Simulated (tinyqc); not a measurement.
Worked calculation: Bethe-Salpeter matrix of a two-band chain (Tamm-Dancoff form). Values are carried at full precision from step to step, so a last printed digit may differ when a step is redone from the rounded ones.

One valence and one conduction band, lattice period 1, mesh k = 2 pi j/N. Pair energies D(k) = Eg + 2 t sum(1 - cos k), t = tc + tv. Screened attraction W(R) = U at R = 0 and V/|R| otherwise, R over the N cells with the nearest image; W(q) = sum_R W(R) cos(q R). H(k, k') = D(k) delta - W(k - k')/Nk + 2 J/Nk for singlets (J = 0 for triplets), Nk the number of k points. With a constant transition dipole the strength of a state is f = (sum_k A_k)^2/Nk, and the f sum to 1.

Values chosen for the exercise: Eg = 2.2 eV (quasiparticle gap); tc = 0.29 eV (conduction hopping); tv = 0.35 eV (valence hopping); U = 0.59 eV (attraction in the same cell); V = 0.15 eV (attraction at one cell distance); J = 0.21 eV (exchange in the same cell); N = 7 (k points along each axis).

## Pair energies and the kernel

List D(k), W(R) and W(q) on the mesh.

Mesh values (eV):
```
index j  D(k_j)  W(R = j)  W(q_j)
j0       2.2000    0.5900  1.1400
j1       2.6819    0.1500  0.6536
j2       3.7648    0.0750  0.4504
j3       4.6332    0.0500  0.3910
j4       4.6332    0.0500  0.3910
j5       3.7648    0.0750  0.4504
j6       2.6819    0.1500  0.6536
```

## The singlet matrix

Fill in H.

H (eV), lower triangle:
```
         j0       j1       j2       j3       j4       j5      j6
j0   2.0971
j1  -0.0334   2.5791
j2  -0.0043  -0.0334   3.6620
j3   0.0041  -0.0043  -0.0334   4.5304
j4   0.0041   0.0041  -0.0043  -0.0334   4.5304
j5  -0.0043   0.0041   0.0041  -0.0043  -0.0334   3.6620
j6  -0.0334  -0.0043   0.0041   0.0041  -0.0043  -0.0334  2.5791
```

## Exciton levels and strengths

Diagonalise. For the lowest state give the amplitudes A_k (norm 1, largest positive) and f = (sum_k A_k)^2/Nk, Nk the size of the matrix.

levels (eV): 2.0925  2.5786  2.5821  3.6582  3.6652  4.4987  4.5647

amplitudes of the lowest state: j0 0.995, j1 0.069, j2 0.004, j3 -0.002, j4 -0.002, j5 0.004, j6 0.069

f of the lowest state = 0.185

The lowest state lies 0.1075 eV below the gap Eg = 2.2 eV and holds 19 % of the strength, against 14 % for one free pair. On a fine mesh the triplet and singlet bindings are 0.1981 and 0.0794 eV.

## Spectrum with and without the kernel

Distinct levels with their degeneracy and summed f, for singlets, beside the sorted triplet levels and free pairs.

Singlets:
```
E (eV)  degeneracy       f
2.0925           1  0.1850
2.5786           1  0.2594
2.5821           1  0.0000
3.6582           1  0.0000
3.6652           1  0.2945
4.4987           1  0.2611
4.5647           1  0.0000
```

triplet levels (eV): 1.9815  2.4744  2.5821  3.5475  3.6582  4.4116  4.5647

free pairs (eV): 2.2000  2.6819  2.6819  3.7648  3.7648  4.6332  4.6332

3 of the 7 singlets are dark; those whose amplitude vanishes at R = 0 also feel neither U nor J. The lowest singlet lies 0.1109 eV above the lowest triplet; first order gives 2 J f = 0.1497 eV with the f of the triplet envelope. The centre of the spectrum, sum f E = 3.3100 eV, equals mean D - U + 2J = 3.3100 eV.

## Checks

- Levels from the matrix in the electron-hole distance R against those in k: they agree to 1e-10 or better.

Computed by tinyqc, a small Python program: `OMP_NUM_THREADS=1 python tinyqc.py 1250636 1250637 out.jsonl` (the numbers bound the seed that draws the inputs); one thread of a shared host (Intel(R) Xeon(R) Processor @ 2.30GHz), about 0.2 s for the whole set of steps.
